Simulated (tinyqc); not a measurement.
What moves the results: heterojunction of two tight-binding chains. A value that a table varies takes the place of the one given here.

Left chain: hopping -t1, sites at 2 t1 (band bottom 0). Right chain: hopping -t2, sites at dE + 2 t2 (bottom dE). t = c/(m a^2), c = hbar^2/2m0. The bond across the interface is -tc with tc = f sqrt(t1 t2), and the last left site has the extra energy U. In a chain E = bottom + 2t (1 - cos(ka)); the surface Green function of a half chain is g = -exp(ika)/t, with Im k > 0 where cos(ka) > 1.

Constants: hbar^2/2m0 = 3.80998211 eV angstrom^2.

Inputs chosen for the exercise (masses and offset of the size met at InAs / GaSb; shifted at random, so the results belong to these values and not to a real crystal):

| symbol | value | unit | meaning |
|---|---|---|---|
| a | 3 | angstrom | site spacing |
| m1 | 0.029 | m0 | mass on the left |
| m2 | 0.041 | m0 | mass on the right |
| dE | 0.88 | eV | band offset |
| f | 1.25 |  | factor on the interface hopping |
| U | -1 | eV | extra energy on the last left site |
| E | 0.99 | eV | electron energy |

## Transmission against energy, and which matching rule a chain obeys

Chain A is the junction as given; chain B has tc = sqrt(t1 t2) and U = 0; chain C has tc = t2 and U = t2 - t1, the finite-difference form of -d/dx (c/m) d/dx. Continuum formulas T = 4 x y/(x + y)^2 with parabolic k: x, y = k/m on each side (BenDaniel-Duke) or x, y = k (slope continuous).

T:

| E - dE (eV) | E (eV) | chain A | chain B | chain C | k/m matched | k matched |
|---|---|---|---|---|---|---|
| 0.002 | 0.882 | 0.0418 | 0.2015 | 0.1471 | 0.1481 | 0.2029 |
| 0.005 | 0.885 | 0.0653 | 0.2993 | 0.2222 | 0.2237 | 0.3012 |
| 0.010 | 0.890 | 0.0912 | 0.3953 | 0.2987 | 0.3006 | 0.3976 |
| 0.020 | 0.900 | 0.1266 | 0.5089 | 0.3937 | 0.3960 | 0.5116 |
| 0.050 | 0.930 | 0.1932 | 0.6748 | 0.5435 | 0.5462 | 0.6776 |
| 0.100 | 0.980 | 0.2630 | 0.7954 | 0.6648 | 0.6677 | 0.7980 |
| 0.200 | 1.080 | 0.3528 | 0.8936 | 0.7778 | 0.7805 | 0.8956 |
| 0.400 | 1.280 | 0.4631 | 0.9582 | 0.8678 | 0.8701 | 0.9594 |

How do the results move?

Chain C follows the k/m rule within 0.0029 and chain B the plain k rule within 0.0029, while the two rules differ by up to 0.1314: in B the self-energy of the right side is -t1 exp(i k2 a), so only k2 enters, and in C it is -t2 exp(i k2 a), which carries 1/m2. Chain A, with f = 1.25 and U = -1 eV, has an interface term of its own and lies up to 0.5409 from B and 0.4250 from C.

## When the interface binds a state

A state below both bands solves E - 2 t1 - U - S1(E) - S2(E) = 0 for E < 0, with S1 = -t1 z1, S2 = -(tc^2/t2) z2 and |z| < 1 the decaying root of z + 1/z = 2 - (E - bottom)/t. Decay lengths -a/ln|z|. The threshold is the U that solves the equation at E = 0. A dash: no bound state.

Interface state:

| U (eV) | E (eV) | decay left (angstrom) | decay right (angstrom) |
|---|---|---|---|
| -0.06 | -0.2254 | 24.2 | 9.2 |
| -0.12 | -0.2341 | 23.7 | 9.2 |
| -0.18 | -0.2428 | 23.3 | 9.1 |
| -0.22 | -0.2488 | 23.0 | 9.1 |
| -0.26 | -0.2547 | 22.7 | 9.1 |
| -0.32 | -0.2638 | 22.3 | 9.1 |
| -0.40 | -0.2760 | 21.8 | 9.0 |
| -0.60 | -0.3074 | 20.7 | 8.9 |

threshold U = 2.4538 eV

How do the results move?

The strong interface bond binds a state even at U = 0 (threshold +2.4538 eV); 8 of the 8 rows are bound. At U = -0.6 eV the state decays over 20.7 angstrom to the left and 8.9 to the right, where the band lies higher.

## What each parameter does

T = 4 Im(S1) Im(S2) |G|^2 with G = 1/(E - 2 t1 - U - S1 - S2), S1 = -t1 exp(i k1 a), S2 = -(tc^2/t2) exp(i k2 a). Each row changes one parameter from the base and keeps the others.

Results:

| case | T | k1 a | k2 a |
|---|---|---|---|
| base | 0.2741 | 0.2612 | 0.1033 |
| m1 = 0.0348 m0 | 0.2777 | 0.2863 | 0.1033 |
| m2 = 0.0492 m0 | 0.2949 | 0.2612 | 0.1131 |
| dE = 0.83 eV | 0.3179 | 0.2612 | 0.1246 |
| f = 1.125 | 0.4785 | 0.2612 | 0.1033 |
| U = -0.8 eV | 0.2824 | 0.2612 | 0.1033 |
| a = 2.4 angstrom | 0.2134 | 0.2087 | 0.0826 |

What does this show?

The largest shifts from the base row, up to three for each result and ties (the steps differ in size, so this ranks the rows, not the parameters). T: f +0.2044, a -0.0607, dE +0.0438. k1 a: a -0.0524, m1 +0.0251; unchanged at the printed digits by m2, dE, f and U. k2 a: dE +0.0213, a -0.0207, m2 +0.0099; unchanged at the printed digits by m1, f and U.

Program tinyqc; command `OMP_NUM_THREADS=1 python tinyqc.py 1482345 1482346 out.jsonl`; about 0.01 s on one thread of a shared Intel(R) Xeon(R) Processor @ 2.30GHz.
